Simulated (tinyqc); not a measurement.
Worked calculation: plane-wave Kohn-Sham cycle with exchange-only LDA in a layered model solid. Computed by tinyqc, a small Python program that keeps every step. Settings: points = 16, plane-wave index or count = 3, electrons = 2, k points = 2, area = 18.0, mixing = 0.3, iteration cap = 60. Command: `OMP_NUM_THREADS=1 python tinyqc.py 30481 30482 out.jsonl` (the two numbers bound the seeds that draw the settings). One thread of a shared host (Intel(R) Xeon(R) Processor @ 2.60GHz), about 0.02 s of CPU time with the checks. Later iterations appear only in the table of the cycle.

## Iteration 1: potential

A solid whose potential varies along x alone (atomic units):
```
parameter                      value
period a                   14.000000
cross-section of the cell  18.000000
electrons per cell                 2
grid points                       16
plane waves -n..n, n               3
k points                           2
V1 in V1 cos(2 pi x/a)     -0.210000
```

density at the start, on the grid x_j = j a/N (e/bohr^3): 0.00793651  0.00793651  0.00793651  0.00793651  0.00793651  0.00793651  0.00793651  0.00793651  0.00793651  0.00793651  0.00793651  0.00793651  0.00793651  0.00793651  0.00793651  0.00793651

V_H(G) = 4 pi rho(G)/G^2 for G != 0 (uniform background); v_x = -(3 rho/pi)^(1/3); V = V_ext + V_H + v_x; Fourier components f(G_m) = (1/N) sum_j f(x_j) exp(-i G_m x_j).

Potentials on the grid (hartree):
```
x              V_ext       V_H        v_x          V
0.000000   -0.210000  0.000000  -0.196427  -0.406427
0.875000   -0.194015  0.000000  -0.196427  -0.390441
1.750000   -0.148492  0.000000  -0.196427  -0.344919
2.625000   -0.080364  0.000000  -0.196427  -0.276790
3.500000           0  0.000000  -0.196427  -0.196427
4.375000    0.080364  0.000000  -0.196427  -0.116063
5.250000    0.148492  0.000000  -0.196427  -0.047934
6.125000    0.194015  0.000000  -0.196427  -0.002412
7.000000    0.210000  0.000000  -0.196427   0.013573
7.875000    0.194015  0.000000  -0.196427  -0.002412
8.750000    0.148492  0.000000  -0.196427  -0.047934
9.625000    0.080364  0.000000  -0.196427  -0.116063
10.500000          0  0.000000  -0.196427  -0.196427
11.375000  -0.080364  0.000000  -0.196427  -0.276790
12.250000  -0.148492  0.000000  -0.196427  -0.344919
13.125000  -0.194015  0.000000  -0.196427  -0.390441
```

V(G_m), m = 0, 1, 2, ... (hartree): -0.196427  -0.105000  0.000000  0.000000  0.000000  0.000000  0.000000

## Iteration 1: Hamiltonian at one k

k = 0.250000 2 pi / a

H(m,m') = (k + G_m)^2/2 delta + V(G_m - G_m'), with V(-G) = V(G).

H (hartree), lower triangle:
```
           -3         -2         -1         +0         +1         +2        +3
-3   0.565195
-2  -0.105000   0.111999
-1   0.000000  -0.105000  -0.139777
+0   0.000000   0.000000  -0.105000  -0.190132
+1   0.000000   0.000000   0.000000  -0.105000  -0.039067
+2   0.000000   0.000000   0.000000   0.000000  -0.105000   0.313419
+3   0.000000   0.000000   0.000000   0.000000   0.000000  -0.105000  0.867325
```

## Iteration 1: levels at that k

Diagonalise the Hermitian matrix.

eigenvalues (hartree): -0.310374  -0.135100  -0.000555  0.133626  0.325327  0.589077  0.886960

## Iteration 1: new density

Motion across x is left out: the lowest 1 band(s) hold two electrons at each of the k points (j + 1/2)/nk - 1/2. Residual R = rho(out) - rho(in); rho(new) = rho(in) + 0.3 R. rho(out) = 2/(a A nk) sum |psi|^2 with psi = sum c exp(i G x). Harris energy E = band energy - dV sum rho (V_H/2 + v_x) + (3/4) dV sum rho v_x with rho(in), dV = a A/N, band energy = (2/nk) sum of the filled levels.

rho(out) (e/bohr^3): 0.02687965  0.02325400  0.01511338  0.00748315  0.00291120  0.00093728  0.00026554  0.00007160  0.00003217  0.00007160  0.00026554  0.00093728  0.00291120  0.00748315  0.01511338  0.02325400

density after iteration 1 (e/bohr^3): 0.01361945  0.01253176  0.01008957  0.00780050  0.00642892  0.00583674  0.00563522  0.00557704  0.00556521  0.00557704  0.00563522  0.00583674  0.00642892  0.00780050  0.01008957  0.01253176

energy per cell = -0.52253375 hartree

## Iteration 2: potential

As before.

Potentials on the grid (hartree):
```
x              V_ext        V_H        v_x          V
0.000000   -0.210000   0.251838  -0.235167  -0.193329
0.875000   -0.194015   0.225411  -0.228732  -0.197336
1.750000   -0.148492   0.155889  -0.212788  -0.205392
2.625000   -0.080364   0.065490  -0.195298  -0.210171
3.500000           0  -0.024376  -0.183106  -0.207482
4.375000    0.080364  -0.100370  -0.177302  -0.197308
5.250000    0.148492  -0.156467  -0.175238  -0.183212
6.125000    0.194015  -0.190532  -0.174632  -0.171149
7.000000    0.210000  -0.201930  -0.174509  -0.166439
7.875000    0.194015  -0.190532  -0.174632  -0.171149
8.750000    0.148492  -0.156467  -0.175238  -0.183212
9.625000    0.080364  -0.100370  -0.177302  -0.197308
10.500000          0  -0.024376  -0.183106  -0.207482
11.375000  -0.080364   0.065490  -0.195298  -0.210171
12.250000  -0.148492   0.155889  -0.212788  -0.205392
13.125000  -0.194015   0.225411  -0.228732  -0.197336
```

V(G_m), m = 0, 1, 2, ... (hartree): -0.193992  -0.007281  0.006896  0.000513  0.000155  0.000047  0.000003

## Iteration 2: Hamiltonian at one k

k = 0.250000 2 pi / a

As before.

H (hartree), lower triangle:
```
           -3         -2         -1         +0         +1         +2        +3
-3   0.567629
-2  -0.007281   0.114433
-1   0.006896  -0.007281  -0.137342
+0   0.000513   0.006896  -0.007281  -0.187698
+1   0.000155   0.000513   0.006896  -0.007281  -0.036632
+2   0.000047   0.000155   0.000513   0.006896  -0.007281   0.315854
+3   0.000003   0.000047   0.000155   0.000513   0.006896  -0.007281  0.869760
```

## Iteration 2: levels at that k

As before.

eigenvalues (hartree): -0.189191  -0.137243  -0.035978  0.114687  0.316004  0.567816  0.869910

## Iteration 2: new density

As before.

rho(out) (e/bohr^3): 0.01007822  0.01005320  0.00987431  0.00933784  0.00836847  0.00714484  0.00599686  0.00521015  0.00493456  0.00521015  0.00599686  0.00714484  0.00836847  0.00933784  0.00987431  0.01005320

density after iteration 2 (e/bohr^3): 0.01255708  0.01178819  0.01002499  0.00826170  0.00701078  0.00622917  0.00574371  0.00546697  0.00537601  0.00546697  0.00574371  0.00622917  0.00701078  0.00826170  0.01002499  0.01178819

energy per cell = -0.33075469 hartree

## Convergence

Stop when sqrt(dV sum R^2) is below 1e-8, dV = a A/N.

Course of the cycle:
```
iteration  E (hartree)  norm of the residual
1          -0.52253375              1.48e-01
2          -0.33075469              2.56e-02
3          -0.33093510              2.31e-02
4          -0.33375729              4.44e-02
5          -0.34659057              6.40e-02
6          -0.35804272              1.05e-01
7          -0.40336608              1.06e-01
8          -0.35377816              9.65e-02
9          -0.39283047              9.87e-02
10         -0.35566938              9.93e-02
11         -0.39491772              9.93e-02
...                ...                   ...
50         -0.35512772              9.82e-02
51         -0.39335611              9.82e-02
52         -0.35512772              9.82e-02
53         -0.39335611              9.82e-02
54         -0.35512772              9.82e-02
55         -0.39335611              9.82e-02
56         -0.35512772              9.82e-02
57         -0.39335611              9.82e-02
58         -0.35512772              9.82e-02
59         -0.39335611              9.82e-02
60         -0.35512772              9.82e-02
```

Not converged within 60 iterations: the residual has stopped falling: the iteration swings between two states. Reruns (cap 100 unless said): mixing 0.1: not converged; mixing 0.5, Kerker q0 1.0: converged in 52 (E = -0.32914); mixing 0.3, Pulay depth 5: converged in 28 (E = -0.32914); the original settings with a cap of 400: not converged.
